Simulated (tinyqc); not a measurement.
Epitaxial growth on a vicinal surface: Burton-Cabrera-Frank step flow, step-edge barrier and island nucleation. Changing the miscut angle. Computed by tinyqc, a small Python program. Command: `OMP_NUM_THREADS=1 python tinyqc.py 3004215 3004216 out.jsonl stepflow sweep`. One thread of a shared host (Intel(R) Xeon(R) Processor @ 2.30GHz), about 0.05 s of CPU time with the checks.

Adatoms land at rate F, hop on a square grid (a simplification for hexagonal faces), desorb, or join steps. Lengths are in units of a and n is the adatom coverage. Steps ascend at x = 0 and descend at x = l.

Inputs (values chosen for the exercise, close to those used for Si(111)):
```
quantity,value,unit
site spacing a,3.84,angstrom
step height h,3.14,angstrom
diffusion barrier E_d,1.12,eV
desorption energy E_a,2.87,eV
adatom formation energy E_f,1.03,eV
step-edge barrier E_s,0.065,eV
attempt frequency nu,1,THz
deposition rate F,6.2,layers/s
temperature T,1110,C
critical nucleus size i,1,-
```

Constants: k_B = 8.617333262e-05 eV/K.

Method:
- D = nu exp(-E_d/(k_B T)) (a^2/s, nu counted per direction); tau = exp(E_a/(k_B T))/nu; x_s = sqrt(D tau); n_eq = exp(-E_f/(k_B T)); terrace width l = h/(a tan(miscut)); Schwoebel length l_s = exp(E_s/(k_B T)) - 1.
- Temperatures in kelvin are T(C) + 273.15.
- D n'' - n/tau + F = 0 with n(0) = n_eq and -l_s n'(l) = n(l) - n_eq. With u = n - F tau, A = n_eq - F tau, y = l/x_s, s = l_s/x_s: u = A cosh(x/x_s) + B sinh(x/x_s), B = A (1 - cosh y - s sinh y)/(sinh y + s cosh y). Flux into the ascending step J+ = D B/x_s, over the descending one J- = -(D/x_s)(A sinh y + B cosh y); step velocity J+ + J-; growth rate (J+ + J-)/l. For small y: J+ + J- = (F - n_eq/tau) l, J-/J+ = l/(l + 2 l_s).
- The coverage peaks where n' = 0, tanh(x/x_s) = -B/A.
- Island density on a flat surface without desorption: N = 0.25 (F/D)^(i/(i+2)) exp(E_i/((i+2) k_B T)) per site, with E_i = 0 for i = 1; spacing l_n = N^(-1/2). Step flow needs an effective width l_eff = 2 x(peak) below l_n.

One run for each value:
```
miscut angle (degrees),ratio l_eff/l_n,growth rate (layers/s),peak coverage,terrace width l (a)
0.03,50.698,5.7133,0.020745,1.5617e+03
0.062,24.544,6.0725,0.005383,7.5566e+02
0.13,11.718,6.1656,0.001386,3.6039e+02
0.26,5.870,6.1867,0.000481,1.8020e+02
0.55,2.787,6.1922,0.000245,8.5181e+01
1.1,1.405,6.1934,0.000194,4.2587e+01
2.3,0.683,6.1937,0.000181,2.0359e+01
4.8,0.338,6.1938,0.000178,9.7378e+00
10,0.171,6.1938,0.000177,4.6375e+00
```

What does the table show, and why?

Over the rows, ratio l_eff/l_n falls from 50.7 to 0.171 (exponent d ln y / d ln x -1.00 between the first rows and -0.93 between the last); growth rate (layers/s) rises from 5.71 to 6.19; peak coverage falls from 0.0207 to 1.77e-4 (exponent d ln y / d ln x -1.9 between the first rows and -0.0058 between the last). At the low end the exponent of ratio l_eff/l_n is -1.00, close to -1: terraces narrow as the miscut grows. At the high end the exponent of growth rate is 0.00, close to 0: the steps stand close against x_s, so their spacing does not matter. At the high end the exponent of peak coverage is -0.01, close to 0: the coverage stays near n_eq.

Caution (rows 0.0300, 0.0620, 0.130, 0.260, 0.550, 1.10): twice the distance from the ascending step to the coverage peak exceeds the expected island spacing [0.25 (F/D)^(i/(i+2)) exp(E_i/((i+2) k_B T))]^(-1/2) by 40 % or more, so islands nucleate and the step-flow values are formal. Caution (all rows): the prefactor 0.25 and the criterion are estimates, good to a factor of about two in length. Caution (rows 4.80, 10.0): terraces under ten sites wide are at the edge of a continuum description.

Extremes, crossings and ranges named in words are read from the listed rows.
